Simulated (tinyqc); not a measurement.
Deal-Grove kinetics of thermal oxidation of silicon: one step, computed by the program tinyqc. Command: `OMP_NUM_THREADS=1 python tinyqc.py 3015838 3015839 out.jsonl oxide walk`. One thread of a shared host (Intel(R) Xeon(R) Processor @ 2.30GHz), about 0.02 s of CPU time with the checks.

Oxidant diffuses through the oxide and reacts at the interface, so that dx/dt = B/(A + 2x) for the oxide thickness x.

Problem. Thickness after the oxidation. tau = (x_i^2 + A x_i)/B and x = (A/2) [sqrt(1 + 4 B (t + tau)/A^2) - 1], the root of x^2 + A x = B (t + tau). Silicon consumed is 0.44 times the oxide grown; the rate is B/(A + 2x).

Inputs (values chosen for the exercise, close to those used for silicon): temperature T = 1175 C; initial oxide x_i = 0.01 um; time t = 0.77 h.

Ambient: steam. Surface: (100).

length A = 0.1027215 um

parabolic constant B = 0.6191976 um^2/h

Give: tau; oxide thickness x; silicon consumed; final growth rate.

Solution.

tau = 0.001820 h

oxide thickness x = 0.6419 um

silicon consumed = 0.2780 um

final growth rate = 0.4466 um/h

2x/A = 12.5: diffusion through the oxide limits the rate.
